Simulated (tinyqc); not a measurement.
Tunnelling through a gate dielectric, WKB transmission and Tsu-Esaki current: one step of the calculation.

Electrons leave the emitter at x = 0. Energies E (motion across the layers) are in eV from the emitter Fermi level; the collector Fermi level lies at -V and offers states at every E. No charge in the dielectric and no image force: F1 = V/t1, U = phi1 - F1 x. With C = hbar^2/(2 m0), kappa = sqrt(m (U - E)/C) where U > E and 0 elsewhere; T(E) = exp(-S), S = 2 times the integral of kappa over x.

Problem. WKB exponent by the midpoint rule. Cut each layer into nc equal cells, take U and kappa at the cell centres, and sum S = 2 sum kappa h.

Values chosen for this exercise; dielectric values close to those of silicon dioxide:
- phi1 = 3.19 eV (barrier of layer 1 above the emitter Fermi level at zero bias)
- m1 = 0.48 m0 (tunnelling mass of layer 1)
- t1 = 7 nm (thickness of layer 1)
- V = 4.1 V (voltage across the dielectric)
- E = -0.15 eV (energy of the electron followed)
- nc = 5 (cells in each layer)

Constants: q = 1.602176634e-19 C, hbar = 1.054571817e-34 J s, m0 = 9.1093837015e-31 kg, hbar^2/(2 m0) = 0.0380998212 eV nm^2. Results are converted to the units shown.

Give: x; U; kappa; S; T(E).

Solution.

| cell | x (nm) | U (eV) | kappa (1/nm) |
|---|---|---|---|
| 0 | 0.7000 | 2.7800 | 6.0757 |
| 1 | 2.1000 | 1.9600 | 5.1559 |
| 2 | 3.5000 | 1.1400 | 4.0314 |
| 3 | 4.9000 | 0.3200 | 2.4334 |
| 4 | 6.3000 | -0.5000 | 0.0000 |

S = 49.550
T(E) = 3.0263e-22

Computed by the program tinyqc: `OMP_NUM_THREADS=1 python tinyqc.py 2540013 2540014 out.jsonl`, one thread of a shared Intel Xeon 2.30GHz, about 0.02 s for the whole run.
